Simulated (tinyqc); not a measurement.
Worked calculation: one-electron ion in a basis of Gaussians. One step of it, computed by the program tinyqc.

Task: Generalised eigenproblem. Solve H C = S C e through S^(-1/2); each column has its largest component positive (the first on a tie).

H = T + V (hartree), lower triangle:
```
,1,2,3,4,5
1,-0.288109
2,-0.323598,-0.403169
3,-0.312060,-0.444456,-0.359511
4,-0.267364,-0.470917,-0.361850,0.521176
5,-0.213670,-0.435984,-0.560728,0.747086,4.674915
```

S, lower triangle:
```
,1,2,3,4,5
1,1.000000
2,0.785264,1.000000
3,0.427934,0.785127,1.000000
4,0.196034,0.427832,0.785144,1.000000
5,0.084274,0.196002,0.427887,0.785192,1.000000
```

Give: eigenvalues of S; eigenvalues; coefficients.

Result:

eigenvalues of S: 0.0319  0.1302  0.4592  1.3577  3.0210

eigenvalues (hartree): -0.4985  -0.0971  0.4818  3.0129  12.5374

coefficients:
```
,1,2,3,4,5
1,0.1118,1.4948,-1.1320,0.4895,-0.2248
2,0.5292,-0.9242,2.5700,-1.5533,0.7355
3,0.3662,-0.1265,-1.8360,2.6828,-1.5777
4,0.0947,-0.0776,0.1156,-2.0911,2.5078
5,0.0421,-0.0168,-0.0895,0.1279,-1.9470
```

For Z = 1 and l = 0 the exact lowest level is -Z^2/(2 n^2) with n = l + 1: -0.500000 hartree.
